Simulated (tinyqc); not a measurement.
Solid against vapour: precursor delivery by bubblers, mass-transport growth and the solid composition of a III-V alloy. Computed by tinyqc, a small Python program. Command: `OMP_NUM_THREADS=1 python tinyqc.py 3025064 3025065 out.jsonl movpe_thermo walk`. One thread of a shared host (Intel(R) Xeon(R) Processor @ 2.30GHz), about 0.02 s of CPU time with the checks.

1 sccm = 44.615 micromol/min; 1 torr = 133.322 Pa. The sources decompose fully at the surface.

Inputs (values chosen for the exercise, modelled on trimethylgallium (source 1) and trimethylindium (source 2) for the vapour pressures): growth temperature T = 880 K; interaction L0 of the solid = 7.99 kJ/mol; exchange energy dG_x of AC + (1/2) D2 -> AD + (1/2) C2 = 7.6 kJ/mol.

Alloy: mixing on the group-V sites.

Constants: R = 8.314462618 J/(mol K).

Method. At high V/III the group-V pressures at the surface equal those supplied, as dimers: p_D2/p_C2 = x_v/(1 - x_v). Equilibrium of the solid AC(1-x)D(x), A standing for the mix of both group-III metals: ln[x/(1 - x)] + L0 (1 - 2x)/(R T) = -dG_x/(R T) + (1/2) ln[x_v/(1 - x_v)].

Composition:
```
x_v         x  x for L0 = 0    x/x_v
0.02  0.01731       0.04813  0.86565
0.05  0.02816       0.07510  0.56311
0.10  0.04154       0.10552  0.41542
0.25  0.07468       0.16966  0.29872
0.50  0.13843       0.26140  0.27686
0.75  0.27100       0.38003  0.36133
0.90  0.53288       0.51497  0.59209
0.95  0.70879       0.60671  0.74609
0.98  0.83838       0.71243  0.85549
```

What does the comparison show, and why?

dG_x = 7.6 kJ/mol favours AC: at x_v = 1/2 the ideal solid has x = 0.261. The positive L0 pushes x away from 1/2, to 0.138, and steepens the curve near x = 1/2; at L0 = 2 R T = 14.6 kJ/mol the slope would diverge.
